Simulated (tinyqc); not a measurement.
Gate sheet resistance from two finger widths.

Question. At low frequency R = Rsh Wf/(3 L) + B/Wf, where B collects the channel and vertical terms. Find Rsh, B and the width of lowest R.

Values chosen for this exercise:
- L = 0.11 um (channel length)

input resistance of single fingers, contacted at one end, of width 0.58 and 4 um (ohm): 823.31661  439.77273

Solution. R Wf is a straight line in Wf^2; the minimum of R lies where both terms are equal.

Rsh = 27.0 ohm/square
B = 450 ohm um
width of lowest R = 2.35 um

Program tinyqc, `OMP_NUM_THREADS=1 python tinyqc.py 2262135 2262136 out.jsonl`; Intel Xeon 2.30GHz, shared host, one thread, about 0.01 s.
